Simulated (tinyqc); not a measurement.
From width Gamma back to spring constant k: three-phonon processes in a diatomic chain: dispersion, energy and momentum conservation, and decay channels of optical phonons. Computed by tinyqc, a small Python program. Command: `OMP_NUM_THREADS=1 python tinyqc.py 3121428 3121429 out.jsonl threeph inv`. One thread of a shared host (Intel(R) Xeon(R) Processor @ 2.30GHz), about 0.01 s of CPU time with the checks.

Cell length a, two atoms, one spring constant. x = q a/pi runs from -1 to 1; A and O are the acoustic and optical branches. Matrix elements are not computed: only conservation laws and occupation factors are followed.

Inputs (values chosen for the exercise, for a model chain):
```
quantity,value,unit
light mass m,10.8,u
heavy mass M,14.9,u
temperature T,200,K
zero-temperature width Gamma_0,0.76,1/cm
```

Constants: nu for 1 eV/(angstrom^2 u) = 15.6333042 THz; h x 1 THz = 4.135667696 meV; k_B = 8.617333262e-05 eV/K; c = 299792458 m/s.

Method:
- omega^2 = k (1/m + 1/M) -/+ k sqrt((1/m + 1/M)^2 - 4 sin^2(pi x/2)/(m M)); nu = 15.6333042 THz x sqrt(omega^2) for eV/(angstrom^2 u).
- Acoustic top sqrt(2 k/M), optical bottom sqrt(2 k/m), optical top sqrt(2 k (1/m + 1/M)).
- O(0) -> A(x) + A(-x) needs nu_A(x) = nu_O(0)/2, which gives sin^2(pi x/2) = (3/16)(m + M)^2/(m M). Full width at half maximum Gamma = Gamma_0 (1 + 2 n), n = 1/(exp(h nu_A/(k_B T)) - 1); lifetime = 1/(2 pi c Gamma).

Task: A run gave the result below. Find the spring constant k, known to lie between 6.8 and 10 eV/angstrom^2.

width Gamma = 0.8375557 1/cm

Result:

Each step takes the trial c = (a f_b - b f_a)/(f_b - f_a), f being the result less the target and a, b, c the logarithms of the listed values; c replaces end b, the old b replaces a if the sign of f changed, and otherwise f_a is halved.

Scan of the range:
```
spring constant k (eV/angstrom^2),width Gamma (1/cm)
6.80,0.862227
7.25,0.852890
7.73,0.844187
8.25,0.835973
8.79,0.828556
9.38,0.821525
10.00,0.815137
```

False position (Illinois rule, in the logarithm of the input) inside the bracket:
```
step,end a,end b,trial,width Gamma (1/cm)
1,7.73000,8.25000,8.14716,0.837508
2,7.73000,8.14716,8.14107,0.837600
3,8.14716,8.14107,8.14400,0.837556
4,8.14107,8.14400,8.14400,0.837556
```

Width Gamma falls at every point of a 13-point scan of the range (every second point is shown), so one value fits; it is bracketed by 7.73 and 8.25. Answer: spring constant k = 8.144 eV/angstrom^2.
